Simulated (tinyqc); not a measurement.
What each parameter does: k.p values derived from sp3s* tight binding at Gamma.

At Gamma the states are two-level mixtures: s-like S+ (upper) and S- (lower) from [[Esa, Vss], [Vss, Esc]], p-like P- (valence) and P+ from [[Epa, Vxx], [Vxx, Epc]], and the bare s* levels. With real k in 1/angstrom and kz = 0, the phase sums over the four bonds are g0 = 1 - (a k/4)^2/2, g1 = i a kx/4, g3 = -(a/4)^2 kx ky to second order. Each mixture is written (anion, cation) with the anion part positive. c = hbar^2/2m0. No spin-orbit coupling.

Recipe: P = (a/4)(sa pc Vsapc + sc pa Vscpa) between an s and a p state ((a/4) pc Vxapc and (a/4) pa Vpaxc for s*), Ep = P^2/c for S+ to P-; m0/m = [-(a/4)^2 sa sc Vss + sum P^2/(E(S+) - E(P))]/c; L = d0 + F, M = d0 + H1, N = dN + F + H1 with d0 = -(a/4)^2 pa pc Vxx, dN = -2 (a/4)^2 pa pc Vxy, F = sum P^2/(E(P-) - E(s)) over the four s-like states, H1 = Q^2/(E(P-) - E(P+)), Q = (a/4) Vxy (pa p'c - pc p'a); g1 = -(L + 2M)/(3c), g2 = -(L - M)/(6c), g3 = -N/(6c).

Constants: hbar^2/2m0 = 3.80998211 eV angstrom^2.

Parameters, chosen for this exercise (near a published set for GaSb, fitted to gaps, whose masses and valley positions are rough; shifted at random, so the results belong to these values and not to a real crystal):
- a = 6.097 angstrom (lattice constant)
- Esa = -7.271 eV (s level of the anion)
- Epa = 0.853 eV (p level of the anion)
- Esc = -3.879 eV (s level of the cation)
- Epc = 2.9 eV (p level of the cation)
- Exa = 6.592 eV (s* level of the anion)
- Exc = 6.007 eV (s* level of the cation)
- Vss = -6.21 eV (s-s)
- Vxx = 1.582 eV (px-px)
- Vxy = 4.17 eV (px-py)
- Vsapc = 4.978 eV (s anion, p cation)
- Vscpa = 4.65 eV (s cation, p anion)
- Vxapc = 5.018 eV (s* anion, p cation)
- Vpaxc = 4.22 eV (p anion, s* cation)

The recipe applied anew. Each row changes one parameter from the base and keeps the others.

Results:

| case | EG (eV) | Ep (eV) | m (m0) | g1 | g2 | g3 |
|---|---|---|---|---|---|---|
| base | 0.8701 | 13.415 | 0.0745 | 7.245 | 2.418 | 3.000 |
| Vpaxc = 4.07 eV | 0.8701 | 13.415 | 0.0745 | 7.213 | 2.402 | 2.984 |
| Vss = -6.36 eV | 1.0150 | 13.404 | 0.0897 | 6.509 | 2.050 | 2.632 |
| Esc = -3.729 eV | 0.9653 | 13.433 | 0.0838 | 6.746 | 2.168 | 2.750 |
| Epa = 1.003 eV | 0.7555 | 13.497 | 0.0629 | 8.110 | 2.825 | 3.419 |
| Exa = 6.442 eV | 0.8701 | 13.415 | 0.0745 | 7.250 | 2.420 | 3.002 |
| Vscpa = 4.5 eV | 0.8701 | 12.822 | 0.0786 | 7.020 | 2.306 | 2.888 |
| Exc = 6.157 eV | 0.8701 | 13.415 | 0.0745 | 7.234 | 2.413 | 2.995 |

The largest shifts from the base row, up to three for each result and ties (the steps differ in size, so this ranks the rows, not the parameters). EG (eV): Vss +0.1448, Epa -0.1147, Esc +0.0952; unchanged at the printed digits by Vpaxc, Exa, Vscpa and Exc. Ep (eV): Vscpa -0.592, Epa +0.083, Esc +0.018; unchanged at the printed digits by Vpaxc, Exa and Exc. m (m0): Vss +0.0152, Epa -0.0116, Esc +0.0093; unchanged at the printed digits by Vpaxc, Exa and Exc. g1: Epa +0.864, Vss -0.737, Esc -0.500. g2: Epa +0.406, Vss -0.368, Esc -0.250. g3: Epa +0.419, Vss -0.368, Esc -0.250. Vpaxc, Exa and Exc act through the s* states, which enter F alone and leave EG, Ep and m.

tinyqc: `OMP_NUM_THREADS=1 python tinyqc.py 1482141 1482142 out.jsonl`; about 0.01 s, one thread, shared Intel(R) Xeon(R) Processor @ 2.30GHz.
